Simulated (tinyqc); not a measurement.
Free and trapped electrons in a MOS channel with a dense trap tail: free and trapped charge against gate voltage.

p-type body, charge-sheet picture, full ionisation (an idealisation for deep acceptors), Boltzmann statistics for free electrons. e = Ec - EF at the surface. Acceptor-like traps of density D(E) = D0 + De exp(-E/Ew) at depth E below Ec, from 0 to Eu, hold n_t = integral of D(E)/(1 + exp((e - E)/Vt)). psi = Eg - Vt ln(Nv/Na) - e; N_dep = sqrt(2 eps0 eps_r Na (psi - Vt)/q); n_f = sqrt(N_dep^2 + 2 eps0 eps_r Vt Nc exp(-e/Vt)/q) - N_dep; Vg = Vfb + psi + q (N_dep + n_t + n_f)/Cox, Cox = eps0 eox/tox.

Free share n_f/(n_f + n_t); swing ln 10 n_f/(dn_f/dVg); field-effect mobility mf q (dn_f/dVg)/Cox, for a constant mf; oxide field q (N_dep + n_t + n_f)/(eps0 eox).

Values chosen for this exercise; band and dielectric values close to those of silicon:
```
symbol,value,unit,meaning
T,400,K,temperature
Eg,1.14,eV,band gap
eps_r,11.7,,relative permittivity
Nc,4.31e19,cm^-3,conduction-band density of states at T
Nv,4.03e19,cm^-3,valence-band density of states at T
eox,3.9,,relative permittivity of the insulator
tox,55,nm,insulator thickness
Na,4.3e15,cm^-3,acceptor density
Vfb,-0.76,V,flat-band voltage without trapped charge
D0,3.5e10,cm^-2 eV^-1,constant background density of acceptor-like traps
De,1.3e13,cm^-2 eV^-1,density of the tail at the conduction edge
Ew,0.07,eV,decay energy of the tail
Eu,0.54,eV,depth below Ec down to which the traps reach
mf,120,cm^2/(V s),mobility of free electrons
```

Constants: q = 1.602176634e-19 C, kB = 1.380649e-23 J/K, Vt = kB T/q, eps0 = 8.8541878128e-14 F/cm where lengths are in cm. Results are converted to the units shown.

Results:
```
Vg (V)	e (eV)	n_f (cm^-2)	n_t (cm^-2)	free share (%)	swing (mV/decade)	field-effect mobility (cm^2/(V s))	oxide field (MV/cm)
-0.3	0.6162	1.680e6	1.670e8	0.9960	152.7	0.007760	0.04572
0.7	0.2165	8.195e10	7.318e10	52.82	838.1	68.94	0.1549
1.7	0.1500	3.437e11	1.672e11	67.27	2810	86.23	0.3246
2.8	0.1142	6.645e11	2.582e11	72.02	5104	91.81	0.5181
3.8	0.09222	9.700e11	3.329e11	74.45	7189	95.14	0.6959
5.9	0.06012	1.642e12	4.667e11	77.87	1.151e4	100.6	1.072
6.9	0.04853	1.974e12	5.201e11	79.15	1.353e4	102.9	1.252
7.9	0.03844	2.314e12	5.673e11	80.31	1.555e4	104.9	1.432
```

Estimate the missing row, Vg = 4.8 V.

Computed row:
```
Vg (V)	e (eV)	n_f (cm^-2)	n_t (cm^-2)	free share (%)	swing (mV/decade)	field-effect mobility (cm^2/(V s))	oxide field (MV/cm)
4.8	0.07526	1.285e12	4.004e11	76.25	9255	97.92	0.8746
```

With this row back in the table: n_f reaches 1e11 cm^-2 at Vg = 0.778 V, against 0.571 V without traps. The free share rises from 0.996 to 80.3 % and the field-effect mobility rises from 0.00776 to 105 cm^2/(V s), although mf = 120 is constant: in the last row 87.4 % of Cox dVg goes into free electrons. The swing in the first row is 153 mV a decade (Vt ln 10 = 79.4). For Vg = 5.9, 6.9, 7.9 EF lies less than 2 Vt below the band edge, or above it, where degeneracy and confinement, left out, matter.

tinyqc, about 0.03 s, one thread, Intel Xeon 2.30GHz (shared host): `OMP_NUM_THREADS=1 python tinyqc.py 2222094 2222095 out.jsonl`
